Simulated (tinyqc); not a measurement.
Inside a calculation. Model: drifting, spreading and decaying minority pulse (Haynes-Shockley), Crank-Nicolson time steps.

Program tinyqc, `OMP_NUM_THREADS=1 python tinyqc.py 2310039 2310040 out.jsonl`; Intel Xeon 2.30GHz, shared host, one thread, about 0.01 s. Printed values are rounded.

Low injection in a uniform field: dn/dt = D d2n/dx2 - v dn/dx - n/tau with D = mu Vt and v = mu F towards +x. Exact solution on an infinite bar for a Gaussian start at x0: n = N0 exp(-t/tau) exp(-(x - x0 - v t)^2/(2 s^2))/sqrt(2 pi s^2), s^2 = s0^2 + 2 D t.

Parameters, values chosen for the exercise; mobility close to that of indium phosphide at room temperature: temperature T = 300 K; minority-carrier mobility mu = 201 cm^2/(V s); sweep field along the drift F = 5.6 V/cm; mesh step hx = 130 um; lifetime tau = 0.00017 s; injected sheet density N0 = 5e10 cm^-2; time step dt = 6.8e-6 s; initial width (standard deviation) s0 = 130 um.

Constants: q = 1.602176634e-19 C, kB = 1.380649e-23 J/K, Vt = kB T/q. Results are converted to the units shown.

## Coefficients of the scheme

Exponentially fitted fluxes: d = F hx/Vt, B(d) = d/(exp(d) - 1), k = D dt/hx^2; (L n)_i = a n_(i-1) + b n_i + c n_(i+1) with a = k B(-d), c = k B(d), b = -a - c - dt/tau. Explicit steps keep n positive for dt up to 1/[(D/hx^2)(B(d) + B(-d)) + 1/tau].

D = 5.19625 cm^2/s
v = 1125.60 cm/s
d = 2.81603
a = 0.626252
b = -0.703729
c = 0.0374769
positivity limit of dt = 9.66281e-6 s

dt is 0.70 times the explicit limit. On this mesh the fitted flux acts like a diffusion coefficient (d/2) coth(d/2) D = 1.59 D for a travelling pulse, before the error of the time steps.

## Initial pulse

Nodes x_i = i hx, i = 1 to 13, n = 0 at nodes 0 and 14; the Gaussian at t = 0 with x0 = 4 hx.

n at t = 0, node 1 to 13 (in units of 1e12 cm^-3): 0.01705  0.20766  0.93066  1.53439  0.93066  0.20766  0.01705  0.00051  0.00001  0.00000  0.00000  0.00000  0.00000

## Step 1: densities after a time step

(L n)_i = a n_(i-1) + b n_i + c n_(i+1), n = 0 beyond the ends. Crank-Nicolson step: solve n(new) - L n(new)/2 = n + L n/2.

n at t = 1 dt, node 1 to 13 (in units of 1e12 cm^-3): 0.01281  0.12714  0.56038  1.10873  1.06912  0.56560  0.18795  0.04788  0.01125  0.00262  0.00061  0.00014  0.00003

## Step 2: densities after a time step

As before.

n at t = 2 dt, node 1 to 13 (in units of 1e11 cm^-3): 0.08994  0.78521  3.42329  7.68861  9.65720  7.50612  3.97853  1.59545  0.53703  0.16372  0.04709  0.01305  0.00351

## Course in time

The same steps, now on nodes 1 to 60 (n = 0 at nodes 0 and 61), for 24 steps; centre = sum x n/sum n. Deviations are from the exact pulse, as a share of its largest value on the nodes; a run counts as stable if they stay under 100 %.

Course of the iteration:
```
step  hx sum n (cm^-2)  centre (um)  most negative n (cm^-3), 0 if none  largest deviation (% of the peak)
1           4.80256e10      596.725                                   0                               8.33
2           4.61370e10      673.368                                   0                               11.5
3           4.43241e10      749.997                                   0                               13.1
4           4.25835e10      826.614                                   0                               15.5
5           4.09120e10      903.218                                   0                               14.4
6           3.93066e10      979.815                                   0                               17.2
7           3.77645e10      1056.40                                   0                               16.6
8           3.62831e10      1132.99                                   0                               17.3
9           3.48600e10      1209.57                                   0                               17.8
...                ...          ...                                 ...                                ...
16          2.63452e10      1745.59                                   0                               19.0
17          2.53121e10      1822.16                                   0                               18.3
18          2.43194e10      1898.73                                   0                               19.1
19          2.33657e10      1975.30                                   0                               18.9
20          2.24494e10      2051.87                                   0                               18.9
21          2.15691e10      2128.45                                   0                               19.3
22          2.07232e10      2205.02                                   0                               18.7
23          1.99105e10      2281.59                                   0                               19.4
24          1.91297e10      2358.16                                   0                               19.1
```

The run is stable. After 24 steps the deviation is 19 % of the peak. From step 1 to the last the centre has moved at 1.00 v and the content is 0.078 % below N0 exp(-t/tau). On an endless mesh these steps would give a speed of 1.00 v and a content of 1.00 times the exact one, from dt/tau = 0.0400 alone; the rest comes from the absorbing ends.
